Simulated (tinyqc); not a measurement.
How many bands a k.p model needs: band 5 from Gamma to L: k.p theory built from an empirical-pseudopotential calculation at Gamma.

Empirical pseudopotential on the fcc lattice, atoms at +/- tau, tau = a (1,1,1)/8, no spin-orbit coupling. H(G,G') = c (2 pi/a)^2 |k + G|^2 delta + VS(q) cos(q.tau) + i VA(q) sin(q.tau), q = G - G', c = hbar^2/2m0; k and G in units of 2 pi/a; VS at |q|^2 = 3, 8, 11 and VA at 3, 4, 11, in rydberg, zero elsewhere. The basis is fixed: all 59 G with |G|^2 up to Gcut. Energies are counted from the fourth level at Gamma.

k.p in the lowest n states at Gamma: H_nm = (E_n + c k^2) delta + 2 c k.<n|G|m>, k in 1/angstrom; with all states of the basis it is exact.

Constants: hbar^2/2m0 = 3.80998211 eV angstrom^2; Ry = 13.60569312 eV.

Values chosen for the exercise (near those of GaAs; shifted at random, so the results belong to these values and not to a real crystal): a = 5.63 angstrom (lattice constant); VS = (-0.231, 0.01, 0.06) Ry (symmetric form factors); VA = (0.07, 0.05, 0.01) Ry (antisymmetric form factors); Gcut = 12 (2 pi/a)^2 (largest |G|^2 of the fixed basis).

Band 5 (counted from below) at k = f (0.5, 0.5, 0.5) 2 pi/a; n ends on whole multiplets.

Energies (eV):
```
f      n = 8  n = 15  n = 27  n = 59 (exact)
0.000  1.405   1.405   1.405           1.405
0.125  1.915   1.907   1.905           1.905
0.375  3.126   2.442   2.433           2.430
0.500  3.656   2.255   2.238           2.232
0.625  4.245   2.050   2.021           2.011
0.750  4.923   1.895   1.850           1.834
0.875  5.704   1.815   1.747           1.725
1.000  6.593   1.820   1.721           1.692
```

Give the missing row, f = 0.250.

Computed row:
```
f      n = 8  n = 15  n = 27  n = 59 (exact)
0.250  2.580   2.411   2.407           2.406
```

With n = 8 the band stays within 0.05 eV of the exact one up to f = 0.125 (error at L: +4.902 eV). With n = 15 the band stays within 0.05 eV of the exact one up to f = 0.625 (error at L: +0.128 eV). With n = 27 the band stays within 0.05 eV of the exact one over the whole line (error at L: +0.029 eV). A smaller basis can only raise a level. The exact band has its minimum on these points at f = 0.000; n = 8 puts it at f = 0.000.

Computed by tinyqc, a small Python program: `OMP_NUM_THREADS=1 python tinyqc.py 1080815 1080816 out.jsonl` (the numbers bound the seed that draws the inputs); one thread of a shared host (Intel(R) Xeon(R) Processor @ 2.30GHz), about 0.3 s for the whole set of steps.
